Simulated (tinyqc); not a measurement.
# Nanowire ballistic transistor, top-of-the-barrier model: two studies

At the top of the source barrier, states moving towards the drain are filled by the source (Fermi level 0) and states moving back by the drain (Fermi level -q Vd); nothing scatters. U is the shift of the band edge there, set by the capacitances CG, CD and CS (the total) and by the charge. Parabolic one-dimensional subband; the source is grounded.

Parameters, values chosen for the exercise; mass and valleys close to those of gallium nitride: temperature T = 300 K; effective mass m = 0.19 m0; valley degeneracy gv = 1; relative permittivity of the gate insulator eox = 22; insulator thickness tox = 2.5 nm; wire diameter d = 4 nm; gate control CG/CS aG = 0.94; drain control CD/CS aD = 0.054; band edge at the barrier top above the source Fermi level at zero bias E0 = 0.37 eV.

Constants: q = 1.602176634e-19 C, kB = 1.380649e-23 J/K, hbar = 1.054571817e-34 J s, h = 6.62607015e-34 J s, m0 = 9.1093837015e-31 kg, Vt = kB T/q, eps0 = 8.8541878128e-14 F/cm where lengths are in cm. Results are converted to the units shown.

Each table varies one quantity; the others keep the values above.

## Effect of the effective mass

N0 = gv sqrt(2 m kB T/pi)/hbar, CG = 2 pi eps0 eox/ln(1 + 2 tox/d), CS = CG/aG, n0 = n at U = 0 and Vd = 0. eta1 = -(E0 + U)/Vt, eta2 = eta1 - Vd/Vt, n = (N0/2)[F_(-1/2)(eta1) + F_(-1/2)(eta2)], F_(-1/2)(x) = (1/sqrt(pi)) int_0^infinity u^(-1/2)/(1 + exp(u - x)) du. U = UL + q (n - n0)/CS with UL = -(aG Vg + aD Vd), energies in eV. I = gv (2 q^2/h) Vt [ln(1 + exp eta1) - ln(1 + exp eta2)]. CQ = (q/Vt) dn/d(eta1). E0 is held fixed.

In this table Vg = 0.5 V, Vd = 0.5 V.

Effect of the effective mass:
```
m (m0)   eta1  n (cm^-1)  I (uA)  mean velocity I/(q n) (cm/s)    CQ/CS
0.02    4.612    7.776e5   9.259                       7.432e7  0.03581
0.032   4.536    9.746e5   9.108                       5.833e7  0.04576
0.05    4.447    1.205e6   8.932                       4.626e7  0.05789
0.08    4.333    1.502e6   8.705                       3.617e7  0.07438
0.13    4.187    1.879e6   8.418                       2.796e7  0.09678
0.2     4.032    2.282e6   8.111                       2.219e7   0.1228
0.32    3.830    2.804e6   7.715                       1.717e7   0.1600
0.5     3.606    3.386e6   7.276                       1.341e7   0.2070
0.8     3.332    4.094e6   6.745                       1.028e7   0.2734
```

What does the comparison show?

As m goes from 0.02 to 0.8 m0, n rises from 7.78e5 to 4.09e6 cm^-1, the mean velocity falls from 7.43e7 to 1.03e7 cm/s and the current falls from 9.26 to 6.75 uA. CQ/CS goes from 0.036 to 0.27. The loss of velocity outweighs the gain of charge over the whole range. For m = 0.5 to 0.8 m0 higher subbands of the wire, left out here, could begin to fill.

## Effect of the valley degeneracy

Same model as above.

CQ = (q/Vt) dn/d(eta1). E0 is held fixed.

In this table Vg = 0.5 V, Vd = 0.5 V.

Result of one run:
```
gv    eta1  n (cm^-1)  I (uA)  mean velocity I/(q n) (cm/s)   CQ/CS
6   1.7384   8.2236e6  22.838                      1.7334e7  1.0108
```

What becomes of these results when the valley degeneracy gv is changed from 6 to 1, all else the same?

Result of the changed run:
```
gv    eta1  n (cm^-1)  I (uA)  mean velocity I/(q n) (cm/s)    CQ/CS
1   4.0518   2.2301e6  8.1504                      2.2811e7  0.11930
```

The whole series:
```
gv    eta1  n (cm^-1)  I (uA)  mean velocity I/(q n) (cm/s)    CQ/CS
1   4.0518   2.2301e6  8.1504                      2.2811e7  0.11930
2   3.3639   4.0121e6  13.612                      2.1176e7  0.26511
3   2.8170   5.4291e6  17.276                      1.9862e7  0.43432
4   2.3803   6.5605e6  19.780                      1.8818e7  0.62008
6   1.7384   8.2236e6  22.838                      1.7334e7   1.0108
```

As gv goes from 1 to 6, n rises from 2.23e6 to 8.22e6 cm^-1, the mean velocity falls from 2.28e7 to 1.73e7 cm/s and the current rises from 8.15 to 22.8 uA. CQ/CS goes from 0.12 to 1.0.

Computed by the program tinyqc: `OMP_NUM_THREADS=1 python tinyqc.py 2400115 2400116 out.jsonl`, one thread of a shared Intel Xeon 2.30GHz, about 0.03 s for the whole run.
